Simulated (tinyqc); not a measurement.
Stretching all distances: RHF, UHF, MP2, CISD and CCSD against full CI in the sto-3g basis, for BeH+, spin multiplicity 1. Computed by the program tinyqc with PySCF. All coordinates are multiplied by the scale. c0^2 is the weight of the RHF determinant in the lowest singlet FCI state (UHF is spin-contaminated and may lie near states of higher spin) and n(LUMO) the first natural occupation beyond the occupied space.

Geometry (angstrom):
```
atom,x,y,z
Be,0.0000,0.0000,0.0000
H,0.0000,0.0000,1.2800
```

Full CI energy (hartree) and errors against it (kcal/mol):
```
scale,distance 1-2 (angstrom),E(FCI),RHF,UHF,MP2,CISD,CCSD,<S^2> UHF,c0^2,n(LUMO)
0.990,1.267,-14.68283,12.130,12.130,3.957,0.010,0.008,0.000,0.981,0.026
1.210,1.549,-14.67755,17.492,17.492,6.455,0.016,0.013,0.000,0.963,0.057
1.430,1.830,-14.64967,25.745,21.237,10.464,0.029,0.023,0.456,0.929,0.119
1.870,2.394,-14.59767,48.434,10.053,21.164,0.069,0.050,0.871,0.802,0.350
2.090,2.675,-14.58233,60.346,5.637,26.139,0.092,0.061,0.935,0.715,0.492
2.310,2.957,-14.57334,71.253,2.887,29.941,0.114,0.070,0.970,0.622,0.631
```

Estimate the missing row, scale = 1.65.

Computed row:
```
scale  distance 1-2 (angstrom)     E(FCI)     RHF     UHF     MP2   CISD   CCSD  <S^2> UHF   c0^2  n(LUMO)
1.650                    2.112  -14.62057  36.472  15.983  15.659  0.047  0.036      0.748  0.875    0.220
```

UHF parts from RHF first at scale 1.43 of those listed, where <S^2> leaves zero. The weight c0^2 goes from 0.98 to 0.62 and n(LUMO) from 0.03 to 0.63: static correlation grows as the bonds break into open-shell fragments. The spread of the error along the curve, which distorts its shape, is CCSD 0.1, CISD 0.1, UHF 18.3, MP2 26.0, RHF 59.1 kcal/mol.
